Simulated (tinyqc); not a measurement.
From a target to a composition: model-solid line-up of a strained alloy layer on a substrate. Two cases, with inputs chosen for the exercise.

Problem. A layer of the alloy is strained to the substrate, and its gap (Ec minus the top valence edge) is given. Find x between 0.02 and 0.44, where the gap is monotonic.

All values of the alloy are linear in x but the gap, Eg(x) = (1 - x) Eg_A + x Eg_B - C x (1 - x), and the valence edge, Ev(x) = (1 - x) Ev_A + x Ev_B + fv C x (1 - x); Ec = Ev + Eg. Ev is the top of the unstrained valence band on a scale common to all materials. In the layer only the Gamma valley of the conduction band is followed, also where an X or L valley would lie lower.

Coherent growth on a (001) face: e_par = (a_s - a)/a, e_perp = -2 (C12/C11) e_par; exx = eyy = e_par, ezz = e_perp, no shear.

Strained edges: Ec + ac tr(e); the valence edges are Ev plus the levels of the 6 x 6 matrix of X, Y, Z times spin with -Dso/3 + l exx + m (eyy + ezz) on the diagonal (cyclic), n exy off it, l = av + 2 b, m = av - b, n = sqrt(3) d. Spin-orbit term (Dso/3) L.sigma on X, Y, Z with (L_k)_ij = -i epsilon_kij: <X+|H|Y+> = -i Dso/3, <X+|H|Z-> = Dso/3, <Y+|H|Z-> = -i Dso/3, <Z+|H|X-> = -Dso/3, <Z+|H|Y-> = i Dso/3, <X-|H|Y-> = i Dso/3, and their conjugates; + and - are the spin along z.

Find: x; e_par; gap of the relaxed alloy.

Case 1.

Values chosen (A near InAs, B near AlAs, substrate near InAs; not measured data): a = (6.064, 5.664) angstrom (lattice constant of A, B); Eg = (0.413, 3.137) eV (gap at Gamma to the s-like level of A, B); Dso = (0.39, 0.277) eV (spin-orbit splitting of A, B); Ev = (-0.58, -1.33) eV (top of the unstrained valence band of A, B); ac = (-5.13, -5.59) eV (conduction deformation potential of A, B); av = (1, 2.46) eV (valence hydrostatic potential of A, B); b = (-1.81, -2.3) eV (tetragonal shear potential of A, B); d = (-3.61, -3.39) eV (trigonal shear potential of A, B); C11 = (82.4, 124.5) GPa (of A, B); C12 = (44.9, 53.7) GPa (of A, B); C44 = (39.6, 53.8) GPa (of A, B); C = 0.737 eV (bowing of the gap); fv = 0.3 (share of the bowing taken by the valence edge); a_s = 6.064 angstrom (substrate); face = 001 (growth face).

strained gap = 1.010351 eV

Solution.

x = 0.420
e_par = 2.849 %
gap of the relaxed alloy = 1.378 eV

Bisect on x; the strained gap is 0.4404 eV at x = 0.02 and 1.0403 eV at x = 0.44.

Case 2.

Values chosen (A near InSb, B near InAs, substrate near InSb; not measured data): a = (6.485, 6.059) angstrom (lattice constant of A, B); Eg = (0.232, 0.412) eV (gap at Gamma to the s-like level of A, B); Dso = (0.817, 0.385) eV (spin-orbit splitting of A, B); Ev = (0, -0.59) eV (top of the unstrained valence band of A, B); ac = (-6.85, -5.15) eV (conduction deformation potential of A, B); av = (0.36, 0.99) eV (valence hydrostatic potential of A, B); b = (-2.01, -1.78) eV (tetragonal shear potential of A, B); d = (-4.69, -3.65) eV (trigonal shear potential of A, B); C11 = (69.5, 84.3) GPa (of A, B); C12 = (37.8, 45.8) GPa (of A, B); C44 = (31.5, 39.2) GPa (of A, B); C = 0.672 eV (bowing of the gap); fv = 0.75 (share of the bowing taken by the valence edge); a_s = 6.485 angstrom (substrate); face = 001 (growth face).

strained gap = 0.106488 eV

Solution.

x = 0.110
e_par = 0.728 %
gap of the relaxed alloy = 0.186 eV

Bisect on x; the strained gap is 0.2082 eV at x = 0.02 and -0.1920 eV at x = 0.44.

Computed by tinyqc, one run a case: `OMP_NUM_THREADS=1 python tinyqc.py N N+1 out.jsonl` with N = 1080277, 1080633; one thread of a shared Intel(R) Xeon(R) Processor @ 2.30GHz, about 0.02 s a run at most.
